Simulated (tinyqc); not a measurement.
# Trench capacitor in an array: capacitance, non-linearity, leakage and relaxation: several studies

A film between two metal electrodes, each interface adding a series capacitance ci. The small-signal permittivity is ek (1 + aq E^2); the field is found with the linear permittivity. Leakage J = J0 sinh(E/Ef). After a voltage step the film passes a relaxation current kr C V tt^(-nr), tt being the time in seconds. The sidewall is a coaxial capacitor with radii a = dm/2 - t and b = dm/2, depth AR dm; the end face is left out.

Values chosen for this exercise; permittivity of the order of that of silicon nitride: relative permittivity of the film ek = 6.68; film thickness t = 15 nm; capacitance of each electrode interface (dead layer and screening) ci = 1000 uF/cm^2; quadratic field coefficient of the permittivity aq = 0.0019 cm^2/MV^2; bias V = 1.3 V; exponent of the relaxation current nr = 0.988; strength of the relaxation kr = 0.00043; leakage prefactor J0 = 2.6e-11 A/cm^2; field for an e-fold rise of the leakage Ef = 0.26 MV/cm; aspect ratio, depth over diameter AR = 30; pitch of the square array pt = 92 nm; resistivity of the inner electrode rho = 130 uohm cm; duration of the write pulse t0 = 1e-7 s.

Constants: eps0 = 8.8541878128e-14 F/cm where lengths are in cm. Results are converted to the units shown.

Each table varies one quantity; the others keep the values above.

## Capacitance, non-linearity and leakage against thickness

Planar film: Cf = eps0 ek/t, 1/C = 1/Cf + 2/ci, EOT = 3.9 eps0/C, effective permittivity C t/eps0, E = (V/t) C/Cf; quadratic coefficient [C(V)/C - 1]/V^2 with Cf (1 + aq E^2) in C(V).

Result of one run:
```
t (nm)	C (uF/cm^2)	EOT (nm)	effective permittivity	E (MV/cm)	quadratic coefficient (ppm/V^2)	J (A/cm^2)
12	0.4924	7.013	6.673	1.082	1316	8.349e-10
```

What becomes of these results when the film thickness t is changed from 12 to 8.2 nm, all else the same?

Result of the changed run:
```
t (nm)	C (uF/cm^2)	EOT (nm)	effective permittivity	E (MV/cm)	quadratic coefficient (ppm/V^2)	J (A/cm^2)
8.2	0.7203	4.794	6.670	1.583	2813	5.731e-9
```

The whole series:
```
t (nm)	C (uF/cm^2)	EOT (nm)	effective permittivity	E (MV/cm)	quadratic coefficient (ppm/V^2)	J (A/cm^2)
2.5	2.355	1.466	6.649	5.176	2.997e4	0.005740
3.7	1.593	2.167	6.659	3.502	1.375e4	9.206e-6
5.5	1.073	3.218	6.666	2.359	6240	1.131e-7
8.2	0.7203	4.794	6.670	1.583	2813	5.731e-9
12	0.4924	7.013	6.673	1.082	1316	8.349e-10
18	0.3284	10.52	6.676	0.7217	585.3	2.079e-10
27	0.2190	15.77	6.677	0.4813	260.3	8.072e-11
40	0.1478	23.36	6.678	0.3249	118.6	4.163e-11
60	0.09856	35.04	6.679	0.2166	52.75	2.426e-11
```

C falls from 2.35 to 0.0986 uF/cm^2 while the effective permittivity goes from 6.65 to 6.68 (ek = 6.68). EOT is a straight line in t with slope 3.9/ek = 0.584 and intercept 0.00691 nm. The quadratic coefficient goes as t^(-1.99) between the first two rows and t^(-2.00) between the last two (-2 without interfaces), and J falls by 8.37 decades. For t = 2.5, 3.7 direct tunnelling, left out, would add to the leakage.

## Cell against the diameter of the hole

Per length 1/c = ln(b/a)/(2 pi eps0 ek) + (1/a + 1/b)/(2 pi ci); cell capacitance c AR dm; per footprint over pt^2; fields c V/(2 pi eps0 ek r) at r = a and b; resistance of the inner electrode rho AR dm/(pi a^2); time constant R C/3 of the distributed line. The pitch is scaled as pt dm/(54 nm).

Cell against the diameter of the hole:
```
dm (nm)	cell capacitance (fF)	per footprint (uF/cm^2)	field at a (MV/cm)	field at b (MV/cm)	R (kohm)	R C/3 (ps)
39	0.2962	6.709	1.968	0.4541	23.91	2.361
52	0.6734	8.579	1.373	0.5807	5.335	1.197
70	1.393	9.797	1.161	0.6632	2.172	1.009
93	2.660	10.60	1.059	0.7173	1.164	1.032
130	5.520	11.25	0.9902	0.7617	0.6455	1.188
170	9.754	11.63	0.9558	0.7871	0.4307	1.400
220	16.72	11.90	0.9327	0.8055	0.3026	1.686
300	31.72	12.14	0.9132	0.8219	0.2043	2.161
```

Read the table: what changes, and by how much?

As dm goes from 39 to 300, the cell capacitance rises from 0.296 to 31.7 fF, the capacitance per footprint rises from 6.71 to 12.1 uF/cm^2, the ratio of the two fields falls from 4.33 to 1.11 and R C/3 goes from 2.36 through a minimum of 1.01 (at dm = 70 among the rows listed) to 2.16 ps; the time constant goes as dm^(-2.36) between the first two rows and dm^(0.80) between the last two.

## Charge lost after writing

Planar film: Cf = eps0 ek/t, 1/C = 1/Cf + 2/ci, EOT = 3.9 eps0/C, effective permittivity C t/eps0, E = (V/t) C/Cf. A capacitor written for t0 and then left open loses, as a share of C V, kr (tt^(1 - nr) - t0^(1 - nr))/(1 - nr) by relaxation and J tt/(C V) by leakage; both are taken as small, and rows far outside that range are left out.

The same in every row: leakage current (nA/cm^2) = 0.3630.

Charge lost after writing:
```
tt (s)	relaxation current (nA/cm^2)	loss by relaxation (%)	loss by leakage (%)	total loss (%)
1e-6	1.866e5	0.08274	7.087e-8	0.08274
1e-5	1.918e4	0.1678	7.087e-7	0.1678
0.0001	1972	0.2552	7.087e-6	0.2552
0.001	202.7	0.3451	7.087e-5	0.3452
0.01	20.84	0.4375	7.087e-4	0.4382
0.1	2.142	0.5325	0.007087	0.5396
1	0.2202	0.6302	0.07087	0.7010
10	0.02264	0.7306	0.7087	1.439
100	0.002328	0.8338	7.087	7.921
```

What does the table show?

The two currents are equal at tt = 0.603 s. The loss by relaxation grows from 0.0827 to 0.834 %, by 0.0851 points over the first decade and 0.103 over the last, while the loss by leakage grows tenfold a decade. Leakage is the larger loss for tt = 100 s. For tt = 100 the falling voltage would already cut the leakage, so the linear estimate overstates the loss.

Numbers from tinyqc (`OMP_NUM_THREADS=1 python tinyqc.py 2102185 2102186 out.jsonl`; about 0.01 s on one thread of a shared Intel Xeon 2.30GHz).
